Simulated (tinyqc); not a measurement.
Vibrations of a mass or spring defect in a linear chain: one step, computed by the program tinyqc.

A ring of N atoms with nearest-neighbour springs k and motion along the chain. Atom 1 is the defect, of mass M', and its two springs are k'. Odd sites are A (the defect replaces an A atom), even sites B.

Task: Frequencies of the ring. Diagonalise D and leave out the zero eigenvalue of the uniform shift. nu = 15.6333042 THz x sqrt(lambda), lambda in eV/(angstrom^2 u).

Host: diatomic.

D (eV/(angstrom^2 u)):
```
             1           2           3           4           5           6           7           8
1    0.4929825  -0.0506491   0.0000000   0.0000000   0.0000000   0.0000000   0.0000000   0.0000000
2   -0.0506491   0.0208148  -0.0157429   0.0000000   0.0000000   0.0000000   0.0000000   0.0000000
3    0.0000000  -0.0157429   0.0476271  -0.0157429   0.0000000   0.0000000   0.0000000   0.0000000
4    0.0000000   0.0000000  -0.0157429   0.0208148  -0.0157429   0.0000000   0.0000000   0.0000000
5    0.0000000   0.0000000   0.0000000  -0.0157429   0.0476271  -0.0157429   0.0000000   0.0000000
6    0.0000000   0.0000000   0.0000000   0.0000000  -0.0157429   0.0208148  -0.0157429   0.0000000
7    0.0000000   0.0000000   0.0000000   0.0000000   0.0000000  -0.0157429   0.0476271  -0.0157429
8    0.0000000   0.0000000   0.0000000   0.0000000   0.0000000   0.0000000  -0.0157429   0.0208148
9    0.0000000   0.0000000   0.0000000   0.0000000   0.0000000   0.0000000   0.0000000  -0.0157429
10   0.0000000   0.0000000   0.0000000   0.0000000   0.0000000   0.0000000   0.0000000   0.0000000
11   0.0000000   0.0000000   0.0000000   0.0000000   0.0000000   0.0000000   0.0000000   0.0000000
12  -0.0506491   0.0000000   0.0000000   0.0000000   0.0000000   0.0000000   0.0000000   0.0000000

             9          10          11          12
1    0.0000000   0.0000000   0.0000000  -0.0506491
2    0.0000000   0.0000000   0.0000000   0.0000000
3    0.0000000   0.0000000   0.0000000   0.0000000
4    0.0000000   0.0000000   0.0000000   0.0000000
5    0.0000000   0.0000000   0.0000000   0.0000000
6    0.0000000   0.0000000   0.0000000   0.0000000
7    0.0000000   0.0000000   0.0000000   0.0000000
8   -0.0157429   0.0000000   0.0000000   0.0000000
9    0.0476271  -0.0157429   0.0000000   0.0000000
10  -0.0157429   0.0208148  -0.0157429   0.0000000
11   0.0000000  -0.0157429   0.0476271  -0.0157429
12   0.0000000   0.0000000  -0.0157429   0.0208148
```

Constants: nu for 1 eV/(angstrom^2 u) = 15.6333042 THz.

Give: nonzero frequencies.

Result:

nonzero frequencies (THz): [0.97, 1.01, 1.82, 1.87, 2.26, 3.48, 3.66, 3.81, 3.97, 4.06, 11.09]
